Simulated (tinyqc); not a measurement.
Worked calculation: lattice vibrations of a chain. One step of it, computed by the program tinyqc.

Question. Dynamical matrix at q = 0.08. q is in units of 2 pi/a. A spring k from atom i to atom j, n cells on, adds k to Phi_ii and Phi_jj, -k exp(2 pi i q n) to Phi_ij and the conjugate to Phi_ji (for one atom a cell: 2k (1 - cos 2 pi q n)); D_ij = Phi_ij / sqrt(m_i m_j).

A chain moving along its axis:
```
atom   mass (u)  spring to the next atom (eV/angstrom^2)
1     54.400000                                19.200000
2     16.900000                                 3.100000
3     48.700000                                25.200000
4     62.900000                                29.500000
```

Give: D(q).

Answer.

D(q) (eV/(angstrom^2 u)):
```
[[0.8952, -0.6332, 0.0000, -0.4419+0.2430i],
 [-0.6332, 1.3195, -0.1081, 0.0000],
 [0.0000, -0.1081, 0.5811, -0.4553],
 [-0.4419-0.2430i, 0.0000, -0.4553, 0.8696]]
```
